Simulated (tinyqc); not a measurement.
Quantum against classical capture: non-radiative capture by multiphonon emission, one effective mode. Computed by tinyqc, a small Python program. Command: `OMP_NUM_THREADS=1 python tinyqc.py 3011451 3011452 out.jsonl capture walk`. One thread of a shared host (Intel(R) Xeon(R) Processor @ 2.30GHz), about 0.01 s of CPU time with the checks.

The initial state (free carrier plus empty centre) lies dE above the final state; both have the same frequency and are displaced by dQ.

Inputs (values chosen for the exercise, for a model semiconductor): energy released dE = 0.209 eV; phonon energy hbar omega = 9.55 meV; Huang-Rhys factor S = 8.23; electron-phonon coupling W = 0.0023 eV/(u^(1/2) angstrom); cell volume V = 1280 angstrom^3; degeneracy g = 4; broadening b = 8.5 meV; temperature T = 120 K.

Centre: neutral.

Constants: hbar^2/u = 4.18015928e-03 eV angstrom^2; k_B = 8.617333262e-05 eV/K; hbar = 6.582119569e-16 eV s.

Method:
- dQ = sqrt(2 S (hbar^2/u)/hbar omega); relaxation energy lambda = S hbar omega; phonons needed P = dE/hbar omega; classical barrier E_b = (dE - lambda)^2/(4 lambda); occupation n = 1/(exp(hbar omega/k_B T) - 1).
- M_p = sum_m w_m <m_i|Q|(m + p)_f>^2 with Q counted from the final minimum and Boltzmann weights w_m for m = 0..24; <m_i|Q|k_f> = sqrt((hbar^2/u)/(2 hbar omega)) [sqrt(k) <m|k-1> + sqrt(k+1) <m|k+1>], with overlaps of oscillators displaced by d = sqrt(2 S) summed on 1500 points from -16 to 16 + d.
- The delta function is a Gaussian of standard deviation b at dE - p hbar omega.
- C_0 = V (2 pi/hbar) g W^2 sum_p M_p Gaussian_p. Here the sum runs over all p.
- Classical (Marcus) form: replace the sum by Q_c^2 exp(-E_b/k_B T)/sqrt(4 pi lambda k_B T), Q_c = dQ (dE + lambda)/(2 lambda).
- For a neutral centre the Sommerfeld factor is 1.
- The last column is -k_B d ln C_0/d(1/T) from this row and the one above.

dQ = 2.68417 u^(1/2) angstrom

lambda = 0.0785965 eV

classical barrier E_b = 0.0540898 eV

Against temperature:
```
T (K)  C_0, quantum (cm^3/s)  C_0, classical (cm^3/s)  Sommerfeld factor  activation energy (eV)
8.9               3.2762e-11               5.3198e-38                  1                       -
17.0              3.3139e-11               1.5112e-23                  1              1.8406e-05
28.0              3.8009e-11               2.3472e-17                  1              5.1126e-04
44.0              6.1376e-11               6.4964e-14                  1              3.1797e-03
66.0              1.4032e-10               6.1629e-12                  1              9.4059e-03
100.0             4.2432e-10               1.2702e-10                  1              1.8510e-02
160.0             1.4762e-09               1.0569e-09                  1              2.8649e-02
240.0             3.4838e-09               3.1910e-09                  1              3.5517e-02
```

At 8.90 K the quantum value is 6.2e26 times the classical one: C_0 comes from tunnelling out of the lowest level and hardly depends on T. At 240 K the ratio is 1.1. The largest apparent activation energy is 0.036 eV against the classical barrier of 0.054 eV, so an Arrhenius fit understates the barrier, through tunnelling and the broadening b at low T and the T^(-1/2) prefactor at high T.

Extremes, crossings and ranges named in words are read from the listed rows.
